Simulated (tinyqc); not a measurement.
# Gate-all-around wire, scale length and short-channel effects: what changes with what

A round wire of diameter ts in an insulator shell of thickness ti under a surrounding gate. Below threshold the potential that source and drain add obeys Laplace's equation and vanishes on the gate. Its lowest mode decays along the channel as exp(-k y); k is the smallest positive root of the matching condition at the interface, and the scale length is Lambda = pi/k.

Values chosen for this exercise; permittivities: semiconductor close to that of silicon, insulator close to that of aluminium oxide: temperature T = 300 K; relative permittivity of the semiconductor eps_r = 11.7; relative permittivity of the insulator ei = 9.11; insulator thickness ti = 2 nm; wire diameter ts = 6.2 nm; channel length L = 11 nm; potential of the source Vbi = 1.03 V; potential of the barrier top at threshold sT = 0.7 V; drain voltage Vds = 0.6 V.

Constants: q = 1.602176634e-19 C, kB = 1.380649e-23 J/K, Vt = kB T/q. Results are converted to the units shown.

Each table varies one quantity; the others keep the values above.

## Effect of the channel length

k is the smallest positive root of f(k) = ei J0(u)[J1(u) Y0(v) - Y1(u) J0(v)] - eps_r J1(u)[J0(u) Y0(v) - Y0(u) J0(v)], u = k ts/2, v = u + k ti. Along the channel psi(y) = s + a exp(y/l) + b exp(-y/l) with psi(0) = Vbi, psi(L) = Vbi + Vds and l = 1/k = Lambda/pi; with A = Vbi - s, B = A + Vds, x = exp(-L/l): a = (B - A x) x/(1 - x^2), b = (A - B x)/(1 - x^2). The minimum is s + 2 sqrt(a b), at y = (l/2) ln(b/a). The long-channel potential follows the gate as s = sT + (Vg - VTL)/m, and the threshold VT is the gate voltage at which the minimum equals sT. Swing = m Vt ln 10/g at threshold, g = d(minimum)/ds = 1 - (b x + a)/((1 + x) sqrt(a b)). DIBL = [VT(0.05 V) - VT(Vds)]/(Vds - 0.05 V). sT and Vbi are held fixed; m = 1.

The same in every row: Lambda (nm) = 7.1634.

Effect of the channel length:
```
L (nm)  L/Lambda  VT - VTL at Vds = 0.05 V (mV)  VT - VTL at Vds (mV)  DIBL (mV/V)  swing (mV/decade)
7.9       1.1028                        -185.01               -299.38       207.95             93.782
9.4       1.3122                        -118.44               -190.28       130.63             81.609
11        1.5356                        -76.622               -122.31       83.061             73.902
13        1.8148                        -46.132               -73.173       49.166             68.233
16        2.2336                        -22.539               -35.528       23.617             63.805
19        2.6524                        -11.334               -17.803       11.762             61.685
23        3.2107                        -4.6289               -7.2540       4.7728             60.410
27        3.7691                        -1.9110               -2.9917       1.9650             59.891
32        4.4671                       -0.63612              -0.99540      0.65322             59.648
```

From L = 7.9 to 32 nm, DIBL falls from 208 to 0.653 mV/V and the swing falls from 93.8 to 59.6 mV a decade (long-channel value 59.5). Between the last two rows the threshold shift at Vds decays with a length of 4.54 nm, against 2 Lambda/pi = 4.56 nm for a shift that goes as exp(-pi L/(2 Lambda)). DIBL first drops below 100 mV/V at L = 11 nm among the rows, L/Lambda = 1.5. For L = 7.9 to 9.4 nm L is under 1.5 Lambda, where higher modes, left out of the one-mode potential, count.

## Effect of the insulator thickness

Same model as above.

Result of one run:
```
ti (nm)  Lambda (nm)  L/Lambda  VT - VTL at Vds (mV)  DIBL (mV/V)  swing (mV/decade)
1.9           7.0217    1.5666               -115.31       78.208             73.101
```

What becomes of these results when the insulator thickness ti is changed from 1.9 to 1.1 nm, all else the same?

Result of the changed run:
```
ti (nm)  Lambda (nm)  L/Lambda  VT - VTL at Vds (mV)  DIBL (mV/V)  swing (mV/decade)
1.1           5.8422    1.8828               -64.858       43.486             67.262
```

The whole series:
```
ti (nm)  Lambda (nm)  L/Lambda  VT - VTL at Vds (mV)  DIBL (mV/V)  swing (mV/decade)
0.67          5.1652    2.1297               -42.343       28.208             64.614
0.87          5.4844    2.0057               -52.357       34.983             65.796
1.1           5.8422    1.8828               -64.858       43.486             67.262
1.5           6.4431    1.7073               -88.823       59.905             70.050
1.9           7.0217    1.5666               -115.31       78.208             73.101
2.5           7.8588    1.3997               -159.37       108.92             78.119
3.2           8.8039    1.2494               -216.95       149.44             84.602
```

As ti goes from 0.67 to 3.2 nm, Lambda rises from 5.17 to 8.80 nm, DIBL rises from 28.2 to 149 mV/V and the swing rises from 64.6 to 84.6 mV a decade. On average Lambda goes as ti^(0.34). For ti = 2.5 to 3.2 nm L is under 1.5 Lambda, where higher modes, left out of the one-mode potential, count.

Computed by the program tinyqc: `OMP_NUM_THREADS=1 python tinyqc.py 2420147 2420148 out.jsonl`, one thread of a shared Intel Xeon 2.30GHz, about 0.01 s for the whole run.
